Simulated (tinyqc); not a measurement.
What moves the Fermi level: Fermi-Dirac statistics of conduction electrons.

Non-parabolic band E (1 + alpha E) = c k^2/m: n = Nc (2/sqrt(pi)) integral_0^infinity sqrt(x (1 + a x)) (1 + 2 a x) dx/(1 + exp(x - eta)) with a = alpha kT and eta = (EF - Ec)/kT; a = 0 gives n = Nc F_1/2(eta).

Constants: hbar^2/2m0 = 3.80998211 eV angstrom^2; kB = 8.617333262e-05 eV/K.

Parameters, chosen for this exercise (near those of Ge, lowest valleys alone; not measured data):

| symbol | value | unit | meaning |
|---|---|---|---|
| m | 0.5617 | m0 | density-of-states mass of the conduction band |
| T | 200 | K |  |
| n | 8.1e+19 | 1/cm^3 | electron density |
| alpha | 0.63 | 1/eV | non-parabolicity |

N = 2 (m kB T/(4 pi c))^(3/2) with c = hbar^2/2m0, in 1/angstrom^3; times 1e24 for 1/cm^3. Each row changes one parameter from the base and keeps the others.

Results:

| case | parabolic EF - Ec (meV) | non-parabolic EF - Ec (meV) |
|---|---|---|
| base | 119.45 | 110.51 |
| m = 0.6179 m0 | 108.17 | 100.55 |
| T = 175 K | 119.95 | 111.21 |
| n = 4.05e+19 1/cm^3 | 73.06 | 68.82 |
| alpha = 0.945 1/eV | 119.45 | 106.81 |

The largest shifts from the base row, up to three for each result and ties (the steps differ in size, so this ranks the rows, not the parameters). parabolic EF - Ec (meV): n -46.39, m -11.28, T +0.50; unchanged at the printed digits by alpha. non-parabolic EF - Ec (meV): n -41.69, m -9.96, alpha -3.70.

(tinyqc, `OMP_NUM_THREADS=1 python tinyqc.py 1680317 1680318 out.jsonl`, Intel(R) Xeon(R) Processor @ 2.30GHz, 1 thread, shared host, about 0.01 s.)
